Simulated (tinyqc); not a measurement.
Band offset of a heterojunction with an interface dipole (two-band chains, self-consistent charge): one step. Levels and site charges. Four cases, with inputs chosen for the exercise.

Question. Diagonalise, fill the lower half with two electrons each, and sum the electrons on the left (L) less one a site.

Case 1.

H (eV):
```
           AL1        CL1        AL2        CL2        AR1        CR1        AR2        CR2
AL1  -0.360000  -2.380000          0          0          0          0          0   2.132088
CL1  -2.380000   0.360000  -2.380000          0          0          0          0          0
AL2          0  -2.380000  -0.360000  -2.380000          0          0          0          0
CL2          0          0  -2.380000   0.360000  -2.132088          0          0          0
AR1          0          0          0  -2.132088  -0.470000  -1.910000          0          0
CR1          0          0          0          0  -1.910000   0.930000  -1.910000          0
AR2          0          0          0          0          0  -1.910000  -0.470000  -1.910000
CR2   2.132088          0          0          0          0          0  -1.910000   0.930000
```

Case 2.

H (eV):
```
           AL1        CL1        AL2        CL2        AR1        CR1        AR2        CR2
AL1  -0.375000  -1.800000          0          0          0          0          0   2.150814
CL1  -1.800000   0.375000  -1.800000          0          0          0          0          0
AL2          0  -1.800000  -0.375000  -1.800000          0          0          0          0
CL2          0          0  -1.800000   0.375000  -2.150814          0          0          0
AR1          0          0          0  -2.150814  -1.180000  -2.570000          0          0
CR1          0          0          0          0  -2.570000   0.140000  -2.570000          0
AR2          0          0          0          0          0  -2.570000  -1.180000  -2.570000
CR2   2.150814          0          0          0          0          0  -2.570000   0.140000
```

Case 3.

H (eV):
```
           AL1        CL1        AL2        CL2        AR1        CR1        AR2        CR2
AL1  -1.645000  -2.060000          0          0          0          0          0   1.893251
CL1  -2.060000   1.645000  -2.060000          0          0          0          0          0
AL2          0  -2.060000  -1.645000  -2.060000          0          0          0          0
CL2          0          0  -2.060000   1.645000  -1.893251          0          0          0
AR1          0          0          0  -1.893251  -4.805000  -1.740000          0          0
CR1          0          0          0          0  -1.740000   3.805000  -1.740000          0
AR2          0          0          0          0          0  -1.740000  -4.805000  -1.740000
CR2   1.893251          0          0          0          0          0  -1.740000   3.805000
```

Case 4.

H (eV):
```
           AL1        CL1        AL2        CL2        AR1        CR1        AR2        CR2
AL1  -0.695000  -2.320000          0          0          0          0          0   2.548725
CL1  -2.320000   0.695000  -2.320000          0          0          0          0          0
AL2          0  -2.320000  -0.695000  -2.320000          0          0          0          0
CL2          0          0  -2.320000   0.695000  -2.548725          0          0          0
AR1          0          0          0  -2.548725  -1.975000  -2.800000          0          0
CR1          0          0          0          0  -2.800000   0.315000  -2.800000          0
AR2          0          0          0          0          0  -2.800000  -1.975000  -2.800000
CR2   2.548725          0          0          0          0          0  -2.800000   0.315000
```

Give: levels; electrons on the sites; q.

Answer.

Case 1.

levels (eV): -4.2530  -3.5741  -1.6903  -1.4826  1.7070  1.9739  3.9226  4.3167

electrons on the sites: AL1 1.2000, CL1 0.8458, AL2 1.1801, CL2 0.8407, AR1 1.2460, CR1 0.7027, AR2 1.2721, CR2 0.7126

q = 0.0666 electrons

Electrons move to the left, the side whose mid-gap lies lower.

Case 2.

levels (eV): -5.0477  -3.8299  -2.0708  -1.7121  1.4359  1.5269  3.5045  4.1132

electrons on the sites: AL1 1.1569, CL1 0.7719, AL2 1.1675, CL2 0.7524, AR1 1.2626, CR1 0.8106, AR2 1.2461, CR2 0.8321

q = -0.1515 electrons

Electrons move to the right, the side whose mid-gap lies lower.

Case 3.

levels (eV): -5.8941  -5.3150  -3.6738  -2.3125  2.2392  3.5125  4.4536  4.9901

electrons on the sites: AL1 1.6408, CL1 0.4271, AL2 1.5655, CL2 0.3397, AR1 1.8458, CR1 0.1228, AR2 1.8791, CR2 0.1791

q = -0.0268 electrons

Electrons move to the right, the side whose mid-gap lies lower.

Case 4.

levels (eV): -5.8979  -4.7865  -2.7724  -2.1998  1.7117  1.8165  4.3471  4.4612

electrons on the sites: AL1 1.2259, CL1 0.6882, AL2 1.2426, CL2 0.6603, AR1 1.3762, CR1 0.7043, AR2 1.3603, CR2 0.7423

q = -0.1831 electrons

Electrons move to the right, the side whose mid-gap lies lower.

Computed by tinyqc, one run a case: `OMP_NUM_THREADS=1 python tinyqc.py N N+1 out.jsonl` with N = 1482486, 1482652, 1482755, 1482785; one thread of a shared Intel(R) Xeon(R) Processor @ 2.30GHz, about 0.5 s a run at most.
